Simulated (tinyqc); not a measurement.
Anneal temperature: kinetics of strain relaxation and threading dislocations in mismatched semiconductor layers. Computed by tinyqc, a small Python program. Command: `OMP_NUM_THREADS=1 python tinyqc.py 3030809 3030810 out.jsonl threading walk`. One thread of a shared host (Intel(R) Xeon(R) Processor @ 2.30GHz), about 0.01 s of CPU time with the checks.

60-degree dislocations on {111} planes of a (001) layer, isotropic elasticity. The Schmid factor is 1/sqrt(6), and a misfit segment relieves strain with b/2.

Inputs (values chosen for the exercise, modelled on Si(0.8)Ge(0.2) on Si):

| quantity | value | unit |
|---|---|---|
| misfit f | 0.00784 | - |
| shear modulus G | 63 | GPa |
| Poisson ratio nu | 0.27 | - |
| Burgers vector b | 3.88 | angstrom |
| glide activation energy Q | 2.04 | eV |
| velocity prefactor v0 | 24000 | m/s per MPa |
| layer thickness h | 83 | nm |
| anneal temperature T | 990 | K |
| anneal time t | 30 | s |
| initial thread density rho_0 | 180000 | 1/cm^2 |
| multiplication constant delta | 27000 | 1/m |

Sources: fixed density of threads.

Constants: k_B = 8.617333262e-05 eV/K.

Method:
- Excess resolved stress tau = (1/sqrt 6) [2 G (1 + nu)/(1 - nu)] (e - e_eq), e_eq = b (1 - nu/4) [ln(h/b) + 1]/(4 pi (1 + nu) h), the Matthews-Blakeslee strain of an uncapped layer; glide velocity v = v0 tau exp(-Q/(k_B T)), tau in MPa.
- Threads run in two directions, so de/dt = -(b/4) rho v, with rho fixed. With x = e - e_eq, x0 = f - e_eq (fully strained at t = 0) and v = m S x (m the mobility, S x = tau): x = x0 exp(-t/t_r), t_r = 4/(b rho_0 m S).
- The half time is that at which x = x0/2.

half time = 44.8530 s

excess stress tau = 546.006 MPa

equilibrium strain e_eq = 0.00173871

After the time t:

| T (K) | first velocity (micrometre/s) | relieved (%) | threads (1/cm^2) | half time (s) |
|---|---|---|---|---|
| 842 | 8.0727e+00 | 0.691 | 180000 | 3.0004e+03 |
| 880 | 2.7182e+01 | 2.307 | 180000 | 8.9108e+02 |
| 925 | 1.0061e+02 | 8.275 | 180000 | 2.4074e+02 |
| 962 | 2.6924e+02 | 20.638 | 180000 | 8.9962e+01 |
| 1007 | 8.0859e+02 | 50.052 | 180000 | 2.9955e+01 |
| 1038 | 1.6317e+03 | 75.361 | 180000 | 1.4844e+01 |
| 1081 | 4.0423e+03 | 96.889 | 180000 | 5.9920e+00 |
| 1154 | 1.6154e+04 | 100.000 | 180000 | 1.4995e+00 |

What does the comparison show, and why?

The half time follows exp(Q/(k_B T)), a decade for each 99 K near 1007 K. Relief goes from 21 % at 962 K to 75.4 % at 1038 K: with a fixed density the onset is gradual, and more threads relax the layer sooner. Caution: rows with more than 50 % relieved leave out blocking by crossing misfit lines, which slows real layers.

Extremes, crossings and ranges named in words are read from the listed rows.
